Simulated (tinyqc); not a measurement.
Six-band hole subbands of a thin body in a field: one step. Strain and its block.

Values chosen for the exercise (near those of a p-type Si channel; shifted at random, so the results belong to these values and not to a real crystal): S = (7.79, -2.16, 12.37) 1/TPa (compliances s11, s12, s44); sx = -0.5 GPa (stress along the channel [1-10], negative in compression); b = -2.14 eV (tetragonal potential); d = -4.88 eV (trigonal potential).

Question. exx = eyy = (s11 + s12) sx/2, ezz = s12 sx, exy = -s44 sx/4 (1 GPa/TPa = 1e-3). With e0 the traceless part, B_XX = 2b e0xx - b (e0yy + e0zz) and B_XY = sqrt(3) d exy.

Give: strain; B.

Answer.

strain, lower triangle:
```
           x          y         z
x  -0.001407
y   0.001546  -0.001407
z          0          0  0.001080
```

B (eV), lower triangle:
```
          X        Y         Z
X   0.00532
Y  -0.01307  0.00532
Z         0        0  -0.01065
```

Computed by tinyqc, a small Python program: `OMP_NUM_THREADS=1 python tinyqc.py 1251198 1251199 out.jsonl` (the numbers bound the seed that draws the inputs); one thread of a shared host (Intel(R) Xeon(R) Processor @ 2.30GHz), about 0.4 s for the whole set of steps.
